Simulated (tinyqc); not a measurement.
Wavelength: periodic multilayer mirror for extreme ultraviolet light.

s polarisation, vacuum above. q_j = sqrt(N_j^2 - sin^2 theta); interface r_jk = (q_j - q_k)/(q_j + q_k) exp(-2 (2 pi/lam)^2 q_j q_k sg^2) (Nevot-Croce; sg = 0 if not given); phase factor of a layer x_j = exp(4 pi i q_j d_j/lam). Each period has the spacer (thickness (1 - Gm) L) on top of the absorber (Gm L). In this recursion R is the amplitude; R in tables and results is the reflectance, its squared modulus. The substrate is of the spacer material. Starting with R = 0 in it, each interface upward gives R -> (r + R x)/(1 + r R x), x that of the layer below the interface (1 for the substrate).

Values chosen for the exercise (optical constants near those of Mo and Si at 13.5 nm; shifted at random, so the results belong to these values and not to a real crystal): dA = (0.0778, 0.00639) (delta and beta of the absorber, N = 1 - delta + i beta); dS = (0.0008, 0.00188) (delta and beta of the spacer and the substrate); L = 6.95 nm (period); Gm = 0.38 (absorber share of the period); theta = 6 degrees (angle from the normal); sg = 0.2 nm (interface roughness); Np = 40 (periods).

The optical constants are held fixed.

Reflectance:

| lam (nm) | R |
|---|---|
| 12.9 | 0.123 |
| 13.0 | 0.148 |
| 13.1 | 0.424 |
| 13.2 | 0.593 |
| 13.3 | 0.673 |
| 13.4 | 0.714 |
| 13.5 | 0.729 |
| 13.6 | 0.714 |
| 13.7 | 0.626 |
| 13.9 | 0.066 |
| 14.0 | 0.152 |
| 14.1 | 0.071 |
| 14.2 | 0.015 |
| 14.3 | 0.054 |

Give the missing row, lam (nm) = 13.8.

Computed row:
```
lam (nm)      R
13.8      0.304
```

The largest value listed is 0.729 at 13.5 nm, against lam_B = 2 L Re(mean q) = 13.404 nm; the peak lies on the long side, where the nodes of the standing wave fall in the absorber. R exceeds half of that from 13.1 to 13.7 nm of the wavelengths listed, at least 4.4 % of the wavelength; a chain of ten mirrors narrows it, since R^10 falls to half where R has lost only 7 %.

Computed by tinyqc, a small Python program: `OMP_NUM_THREADS=1 python tinyqc.py 1651106 1651107 out.jsonl` (the numbers bound the seed that draws the inputs); one thread of a shared host (Intel(R) Xeon(R) Processor @ 2.30GHz), about 0.01 s for the whole set of steps.
